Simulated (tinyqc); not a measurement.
Range and order of the fit: effective mass of the split-off band from tabulated energies.

c = hbar^2/2m0.
Constants: hbar^2/2m0 = 3.80998211 eV angstrom^2.

Energies along [110], from the band edge downward:

| k (1/angstrom) | E (meV) |
|---|---|
| 0.000000 | 0.00000 |
| 0.003900 | 0.34400 |
| 0.007800 | 1.38000 |
| 0.011700 | 3.12090 |
| 0.015600 | 5.58780 |
| 0.019500 | 8.81040 |
| 0.023400 | 12.82750 |
| 0.027300 | 17.68610 |
| 0.031200 | 23.44200 |

reference mass (curvature of the model at k = 0.0001 1/angstrom) = 0.168652 m0

Least-squares fits of E = a k^2 (+ b k^4 + d k^6) over points 1 to n, and the line y = c k^2/E against E; errors of m against the reference.

Results:

| n | E at point n (meV) | one term (%) | two terms (%) | three terms (%) | line (%) | rms residual, one term (meV) |
|---|---|---|---|---|---|---|
| 3 | 3.1 | -0.82 | 0.00 | -0.02 | -0.01 | 0.004 |
| 4 | 5.6 | -1.39 | 0.00 | 0.00 | -0.01 | 0.012 |
| 5 | 8.8 | -2.10 | 0.01 | 0.00 | -0.02 | 0.029 |
| 6 | 12.8 | -2.94 | 0.01 | 0.00 | -0.04 | 0.058 |
| 7 | 17.7 | -3.91 | 0.02 | 0.00 | -0.06 | 0.104 |
| 8 | 23.4 | -4.99 | 0.02 | 0.01 | -0.09 | 0.174 |

What does the comparison show?

The error of the parabola goes from -0.82 to -4.99 % as the range widens, and at n = 8 its residual, 0.17 meV, is only 0.7 % of the top energy: a small residual does not vouch for the mass. Over the full range (n = 8) the best form is three terms (0.01 %); the line errs by -0.01 % at n = 3 and -0.09 % at n = 8. Without scatter, a narrower range or a second term is the cure: at n = 8 the errors are -4.99, +0.02 and +0.01 % for one, two and three terms. Three terms on three points interpolate exactly.

Run: tinyqc, `OMP_NUM_THREADS=1 python tinyqc.py 1850898 1850899 out.jsonl`; Intel(R) Xeon(R) Processor @ 2.30GHz, one thread, shared host; about 0.01 s of CPU time with all checks.
